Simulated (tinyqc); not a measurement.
Strain: hole subbands of a hard-walled well, four-band Luttinger model.

Hole energies are counted downwards from the unstrained band edge, c = hbar^2/2m0. After the usual block transformation one block is H = [[P + Q - Zs, R - i S], [R + i S, P - Q + Zs]] in (heavy, light), with P +/- Q = c [(g1 +/- g2) k^2 + (g1 -/+ 2 g2) kz^2], R = sqrt(3) c gR k^2, S = 2 sqrt(3) c g3 k kz, kz = -i d/dz; axial approximation gR = (g2 + g3)/2. Zs = b (e_par - e_perp) is the shear part of the strain (the hydrostatic part shifts all levels alike and is left out). Basis sqrt(2/L) sin(n pi z/L), n = 1 to N, for each component: kz^2 gives (n pi/L)^2 and the heavy-light block is R delta_nm - 2 sqrt(3) c g3 k D_nm with D_nm = 4 n m/(L (n^2 - m^2)) for n + m odd, 0 otherwise. The other block has the same levels. The split-off band is left out.

Constants: hbar^2/2m0 = 3.80998211 eV angstrom^2.

Values chosen for the exercise (near those of Ge; not measured data):

| symbol | value | unit | meaning |
|---|---|---|---|
| g1 | 13.22 |  | Luttinger gamma1 |
| g2 | 4.25 |  | gamma2 |
| g3 | 5.67 |  | gamma3 |
| L | 130 | angstrom | well width along [001] |
| Zlist | (-0.0456, -0.0275, -0.0133, -0.0085, 0, 0.0159, 0.0324) | eV | shear strain energies (negative: tension in the plane, for b < 0) |

N = 20. dE is the rise of the top subband from k = 0 to k1 = pi/(4L), m1 = c k1^2/dE (dash if dE is not positive), and the heavy weight is taken at k = pi/L.

Top subband:

| Zs (eV) | HH1 (meV) | LH1 (meV) | dE (meV) | heavy weight | m1 (m0) |
|---|---|---|---|---|---|
| -0.0456 | 56.1 | 2.7 | 0.143 | 0.138 | 0.970 |
| -0.0275 | 38.0 | 20.8 | -0.606 | 0.240 | - |
| -0.0085 | 19.0 | 39.8 | 1.797 | 0.449 | 0.077 |
| 0.0000 | 10.5 | 48.3 | 1.886 | 0.576 | 0.074 |
| 0.0159 | -5.4 | 64.2 | 1.979 | 0.794 | 0.070 |
| 0.0324 | -21.9 | 80.7 | 2.042 | 0.903 | 0.068 |

Give the missing row, Zs (eV) = -0.0133.

Computed row:
```
Zs (eV)  HH1 (meV)  LH1 (meV)  dE (meV)  heavy weight  m1 (m0)
-0.0133       23.8       35.0     1.670         0.385    0.083
```

HH1 and LH1 cross at Zs = -2 c g2 (pi/L)^2 = -0.0189 eV; for more negative Zs the light hole is on top. Among the rows with HH1 on top, m1 goes from 0.083 to 0.068 m0 as the splitting widens from 11 to 103 meV, against the unmixed 1/(g1 + g2) = 0.057: compression lightens the holes here. A dash marks a top subband whose hole energy at k1 lies below that at k = 0: an electron-like (negative) mass. m1 describes the neighbourhood of k = 0 only; where HH1 and LH1 lie close, the band may peak further out.

Program tinyqc; command `OMP_NUM_THREADS=1 python tinyqc.py 1282715 1282716 out.jsonl`; about 0.1 s on one thread of a shared Intel(R) Xeon(R) Processor @ 2.30GHz.
